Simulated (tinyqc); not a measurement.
All estimates against temperature: estimate of lattice thermal conductivity from elastic moduli (Slack, Klemens and Cahill formulas). Computed by tinyqc, a small Python program. Command: `OMP_NUM_THREADS=1 python tinyqc.py 3000305 3000306 out.jsonl slack walk`. One thread of a shared host (Intel(R) Xeon(R) Processor @ 2.30GHz), about 0.01 s of CPU time with the checks.

An isotropic solid.

Inputs (values chosen for the exercise, for a model crystal): bulk modulus B = 109 GPa; shear modulus G = 92.7 GPa; volume per atom V = 11.2 angstrom^3; mean atomic mass M = 75.9 u; atoms per primitive cell n = 4; volume expansion coefficient alpha_V = 71.4 ppm/K; temperature T = 300 K; disorder parameter Gamma = 0.037; grain size d = 7000 nm.

Grueneisen parameter: from thermal expansion.

Constants: u = 1.6605390666e-27 kg; hbar = 1.054571817e-34 J s; k_B = 1.380649e-23 J/K; h = 6.62607015e-34 J s.

Method:
- rho = M/V; vL = sqrt((B + 4G/3)/rho), vT = sqrt(G/rho); v_m = [(vL^-3 + 2 vT^-3)/3]^(-1/3); Poisson ratio sigma = (3B - 2G)/(6B + 2G); Theta = hbar v_m (6 pi^2/V)^(1/3)/k_B.
- gamma = alpha_V B V/(3 k_B), with the classical heat capacity 3 k_B per atom.
- Slack, an estimate for T near or above Theta_a: kappa = A M Theta_a^3 delta n^(1/3)/(gamma^2 T) in W/(m K), with M in u, delta = V^(1/3) in angstrom, Theta_a = Theta n^(-1/3) and A = 2.43e-6/(1 - 0.514/gamma + 0.228/gamma^2).
- High-temperature forms with the classical heat capacity. Klemens: kappa/kappa_0 = arctan(u)/u, u^2 = pi^2 Theta V Gamma kappa_0/(h v_m^2). Grains: 1/kappa_poly = 1/kappa + 1/(C v_m d/3), C = 3 k_B/(n V), the acoustic branches alone.
- Cahill minimum: kappa_min = (pi/6)^(1/3) k_B V^(-2/3) sum over L, T, T of v (T/Theta_i)^2 int_0^(Theta_i/T) x^3 e^x/(e^x - 1)^2 dx, Theta_i = Theta v_i/v_m (64 Gauss-Legendre points).

Grueneisen parameter gamma = 2.10445

Debye temperature Theta = 420.259 K

v_m = 3158.25 m/s

vL = 4546.41 m/s

vT = 2870.14 m/s

acoustic Debye temperature Theta_a = 264.747 K

Kappa (W/(m K)):
```
T (K)  perfect crystal  with point defects  polycrystal  minimum
200             17.000              9.1109       9.0987   0.9104
300             11.334              6.8878       6.8808   1.0272
400              8.500              5.5953       5.5907   1.0751
550              6.182              4.4026       4.3998   1.1063
750              4.533              3.4508       3.4491   1.1231
1000             3.400              2.7287       2.7276   1.1319
1300             2.615              2.1870       2.1863   1.1365
1700             2.000              1.7327       1.7323   1.1394
```

What does the comparison show, and why?

The perfect crystal follows 1/T. With point defects the exponent runs from -0.69 to -0.87 (the strong-disorder limit is -1/2), and with grains from -0.69 to -0.87. At the highest T it is still 1.5 times the minimum. Rows below Theta_a = 265 K are outside the range of the Slack formula.

Extremes, crossings and ranges named in words are read from the listed rows.
